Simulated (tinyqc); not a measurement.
Worked calculation: two-dimensional dopant profile at a mask edge: lateral junction, overlap and effective channel length. Computed by tinyqc, a small Python program that keeps every step. Command: `OMP_NUM_THREADS=1 python tinyqc.py 3021260 3021261 out.jsonl lateral walk`. One thread of a shared host (Intel(R) Xeon(R) Processor @ 2.30GHz), about 0.02 s of CPU time with the checks. Intermediate numbers are printed to about 6 digits and carried at full precision; extremes and crossings named in words are read from the listed rows.

Ions enter for y < 0; the mask (spacer, then gate) covers y > 0. x is the depth. The surface reflects dopant during the anneal.

Inputs (values chosen for the exercise, modelled on a source-drain extension in silicon):

| quantity | value | unit |
|---|---|---|
| dose Q | 2.8e+15 | 1/cm^2 |
| projected range R_p | 23 | nm |
| vertical straggle | 8.5 | nm |
| lateral straggle | 5 | nm |
| anneal budget D t | 1.5e-12 | cm^2 |
| channel doping C_B | 1.6e+17 | 1/cm^3 |
| gate length L_g | 160 | nm |
| offset spacer | 8.6 | nm |
| oxide thickness | 4.3 | nm |

Constants: eps_0 = 8.8541878128e-12 F/m.

## Widths and vertical profile

Widths s_x^2 = (vertical straggle)^2 + 2 D t, s_y^2 = (lateral straggle)^2 + 2 D t. C(x, y) = V(x) (1/2) erfc(y/(sqrt2 s_y)), V(x) = Q/(sqrt(2 pi) s_x) [exp(-(x - R_p)^2/(2 s_x^2)) + exp(-(x + R_p)^2/(2 s_x^2))]; 1 nm = 1e-7 cm. The vertical junction far from the mask solves V(x) = C_B.

s_x = 19.2938 nm

s_y = 18.0278 nm

V at the surface = 5.68978e+20 1/cm^3

V at R_p = 6.12716e+20 1/cm^3

vertical junction x_j = 101.104 nm

Caution: the peak exceeds usual solubilities, so part of the dose is inactive and diffusion is concentration dependent.

## Lateral junction at the surface

The lateral junction at depth x solves C = C_B: y_j(x) = sqrt2 s_y erfc^-1(2 C_B/V(x)). Overlap under the gate = y_j(0) - spacer; metallurgical channel L_met = L_g - 2 overlap (tails from the two sides are not added). Abruptness at y_j(0) in nm per decade = ln(10) s_y sqrt(pi/2) exp(u^2) erfc(u), u = y_j/(sqrt2 s_y). Overlap capacitance per width = 3.9 eps_0 overlap/t_ox (zero if there is no overlap).

lateral junction y_j(0) = 62.1799 nm

ratio y_j(0)/x_j = 0.615007

overlap = 53.5799 nm

metallurgical channel L_met = 52.8401 nm

lateral abruptness = 11.2086 nm/decade

overlap capacitance = 0.430276 fF/um

The two overlaps take 67 % of the gate length.

## Junction contour

The lateral junction at depth x solves C = C_B: y_j(x) = sqrt2 s_y erfc^-1(2 C_B/V(x)). Depths are 0, 0.15, 0.3, 0.45, 0.6, 0.75, 0.9 and 0.97 of x_j.

Contour:

| x/x_j | x (nm) | V (1/cm^3) | y_j (nm) |
|---|---|---|---|
| 0.00 | 0.0000 | 5.68978e+20 | 62.1799 |
| 0.15 | 15.1657 | 6.14985e+20 | 62.5574 |
| 0.30 | 30.3313 | 5.51330e+20 | 62.0264 |
| 0.45 | 45.4970 | 2.94431e+20 | 58.8971 |
| 0.60 | 60.6627 | 8.61871e+19 | 52.3090 |
| 0.75 | 75.8283 | 1.36362e+19 | 40.8463 |
| 0.90 | 90.9940 | 1.16354e+18 | 19.6786 |
| 0.97 | 98.0713 | 2.98635e+17 | -1.6186 |

The contour reaches furthest, 62.56 nm, at x/x_j = 0.15 among these rows, below the surface, where punch-through would start. It crosses the mask edge where V = 2 C_B.

## What the anneal budget does

x_j solves V(x) = C_B. Budgets are multiples of the given D t (at 0 the mirror term is kept, which overstates V(0) as implanted); those with V(0) not above 2.5 C_B are left out.

Junctions (nm):

| multiple | s_x | s_y | x_j | y_j(0) | y_j/x_j | L_met |
|---|---|---|---|---|---|---|
| 0.0 | 8.5000 | 5.0000 | 59.090 | 14.122 | 0.239000 | 148.955 |
| 0.1 | 10.1119 | 7.4162 | 65.518 | 23.002 | 0.351087 | 131.195 |
| 0.3 | 12.7377 | 10.7238 | 75.855 | 35.501 | 0.468011 | 106.198 |
| 1.0 | 19.2938 | 18.0278 | 101.104 | 62.180 | 0.615007 | 52.840 |
| 2.0 | 25.9278 | 25.0000 | 126.051 | 86.373 | 0.685227 | 4.453 |
| 4.0 | 35.6686 | 35.0000 | 161.899 | 119.658 | 0.739092 | -62.116 |
| 8.0 | 49.7217 | 49.2443 | 212.545 | 165.232 | 0.777398 | -153.265 |
| 16.0 | 69.8015 | 69.4622 | 283.695 | 227.508 | 0.801947 | -277.816 |

The ratio y_j/x_j goes from 0.24 to 0.80: as implanted, x_j includes R_p and y_j only the lateral straggle; after long diffusion both scale roughly with sqrt(D t) as long as V(0) stays far above C_B, and the ratio stays below 1 because the edge starts from half the concentration and an erfc falls faster than the Gaussian. L_met is negative in the rows beyond a multiple of 2: source and drain merge.

Checks made by the program: lateral profile against the convolution of a step with a Gaussian (relative difference below 1e-10).
